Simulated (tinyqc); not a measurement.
Short-channel transistor, virtual-source model with series resistance: two steps of the calculation.

The current per gate width is the charge at the top of the source barrier (the virtual source) times its velocity times a saturation function; al and be are fitting constants of the model. Units: I in uA/um, Rs in ohm um, so I Rs = 1e-6 I Rs in volts; Q in uC/cm^2, so I = 1e-4 Q vx0 Fsat with vx0 in cm/s.

Parameters, values chosen for the exercise:
- T = 250 K (temperature)
- Cinv = 1.25 uF/cm^2 (inversion capacitance)
- vx0 = 1.68e7 cm/s (velocity at the virtual source)
- mu = 250 cm^2/(V s) (apparent mobility)
- L = 45 nm (channel length)
- VT0 = 0.407 V (threshold at zero drain voltage)
- dl = 0.181 V/V (drain-induced barrier lowering)
- n0 = 1.58 (subthreshold factor)
- nd = 0.1 1/V (growth of n with drain voltage)
- al = 3.5 (threshold shift (in units of Vt) from weak to strong inversion)
- be = 1.4 (sharpness of saturation)
- Rs = 200 ohm um (series resistance of each contact)
- Vgs = 0.75 V (gate voltage)
- Vds = 0.75 V (drain voltage)

Constants: q = 1.602176634e-19 C, kB = 1.380649e-23 J/K, Vt = kB T/q. Results are converted to the units shown.

Question 1. Current through the series resistance. Intrinsic voltages Vg' = Vgs - I Rs, Vd' = Vds - 2 I Rs. n = n0 + nd Vd', VT = VT0 - dl Vd', Ff = 1/(1 + exp((Vg' - VT + al Vt/2)/(al Vt))), Q = Cinv n Vt ln(1 + exp((Vg' - VT + al Vt Ff)/(n Vt))), Vdsat = (vx0 L/mu)(1 - Ff) + Vt Ff, Fsat = u/(1 + u^be)^(1/be) with u = Vd'/Vdsat, and I(out) = Q vx0 Fsat per width. (Fsat takes the sign of u.) I(new) = I(out).

I at the start = 0 uA/um

Wanted: Vg'; Vd'; VT; Ff; Q; Vdsat; Fsat; I(out); I after iteration 1.

Answer 1.

Vg' = 0.75000 V
Vd' = 0.75000 V
VT = 0.27125 V
Ff = 0.0010590
Q = 0.59854 uC/cm^2
Vdsat = 0.30210 V
Fsat = 0.83835
I(out) = 843.00 uA/um
I after iteration 1 = 843.00 uA/um

Question 2. What the series resistance costs. n = n0 + nd Vd', VT = VT0 - dl Vd', Ff = 1/(1 + exp((Vg' - VT + al Vt/2)/(al Vt))), Q = Cinv n Vt ln(1 + exp((Vg' - VT + al Vt Ff)/(n Vt))), Vdsat = (vx0 L/mu)(1 - Ff) + Vt Ff, Fsat = u/(1 + u^be)^(1/be) with u = Vd'/Vdsat, and I = Q vx0 Fsat per width. I0 is the current for Rs = 0. Effective velocity I/Q; transit time L Q/I.

converged I = 537.35604 uA/um
I0 = 842.99758 uA/um

Wanted: loss against I0; effective velocity; transit time.

Answer 2.

loss against I0 = 36.257 %
effective velocity = 1.2912e7 cm/s
transit time = 0.34851 ps

The carriers leave the virtual source at 76.9 % of vx0.

Computed by the program tinyqc: `OMP_NUM_THREADS=1 python tinyqc.py 2380144 2380145 out.jsonl`, one thread of a shared Intel Xeon 2.30GHz, about 0.02 s for the whole run.
